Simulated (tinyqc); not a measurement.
Changing the dielectric constant eps: effective-mass impurity with a central-cell term, in a basis of Slater functions. Computed by tinyqc, a small Python program. Command: `OMP_NUM_THREADS=1 python tinyqc.py 3006964 3006965 out.jsonl centralcell sweep`. One thread of a shared host (Intel(R) Xeon(R) Processor @ 2.30GHz), about 0.01 s of CPU time with the checks.

The envelope obeys H = -nabla^2 - (2/r) [Z + A exp(-kappa r)] in effective units, with kappa = a*/lambda; positive A deepens the well near the core.

Inputs (values chosen for the exercise, with mass and screening modelled on CdTe):

| quantity | value | unit |
|---|---|---|
| effective mass m | 0.0988 | m_0 |
| charge Z of the core | 1 | - |
| central-cell strength A | 32 | - |
| central-cell range lambda | 0.8 | angstrom |

Impurity: donor, one isotropic band.

Constants: Ry = 13.605693123 eV; a_0 = 0.529177210903 angstrom.

Method:
- Units: Ry* = Ry m/eps^2 and a* = a_0 eps/m, with m in m_0.
- kappa = a*/lambda; the hydrogenic ground state is bound by Z^2 Ry*.
- For s functions exp(-zeta r), with s = zeta_i + zeta_j: S = 2/s^3, T = zeta_i zeta_j S, V = -2 Z/s^2, W = -2 A/(s + kappa)^2; each function is normalised by dividing by sqrt(S_ii S_jj).
- Large basis: zeta_i = 0.06 x 1.6^(i-1), i = 1..22, same formulas; for p functions r exp(-zeta r): S = 24/s^5, T = zeta_i zeta_j S (centrifugal term included), V = -12 Z/s^4, W = -12 A/(s + kappa)^4; overlap eigenvalues below 1e-11 are dropped.
- Binding energies are -E Ry*; the effective quantum number is nu = Z/sqrt(-E); |psi(0)|^2 is given relative to the hydrogenic Z^3/(pi a*^3).

One run for each value:

| dielectric constant eps | 1s binding energy (meV) | hydrogenic binding energy (meV) | 2p binding energy (meV) | a* (angstrom) |
|---|---|---|---|---|
| 5.9 | 416.74 | 38.617 | 9.6542 | 31.601 |
| 7.0 | 62.85 | 27.434 | 6.8583 | 37.492 |
| 8.1 | 28.61 | 20.488 | 5.1220 | 43.384 |
| 9.5 | 17.53 | 14.895 | 3.7236 | 50.882 |
| 11.0 | 12.24 | 11.109 | 2.7773 | 58.916 |
| 13.0 | 8.43 | 7.954 | 1.9885 | 69.629 |
| 15.0 | 6.21 | 5.974 | 1.4936 | 80.341 |
| 18.0 | 4.25 | 4.149 | 1.0372 | 96.409 |

Over the rows, 1s binding energy (meV) falls from 417 to 4.25 (exponent d ln y / d ln x -11 between the first rows and -2.1 between the last); hydrogenic binding energy (meV) falls from 38.6 to 4.15 (exponent d ln y / d ln x about -2.0 throughout); 2p binding energy (meV) falls from 9.65 to 1.04 (exponent d ln y / d ln x about -2.0 throughout). At the high end the exponent of 1s binding energy is -2.08, close to -2: the central cell is a small correction. The exponent of 2p binding energy stays at -2: a hydrogenic level scales as m/eps^2. The exponent of a* stays at 1: a* = a_0 eps/m.

Caution (rows 5.90, 7.00, 8.10, 9.50, 11.0, 13.0, 15.0): the density at the core is many times hydrogenic, so the result hangs on the model potential inside one cell, where the envelope picture is weak. Caution (rows 5.90): the level is several times deeper than hydrogenic: it draws on many bands and is no longer an effective-mass state.
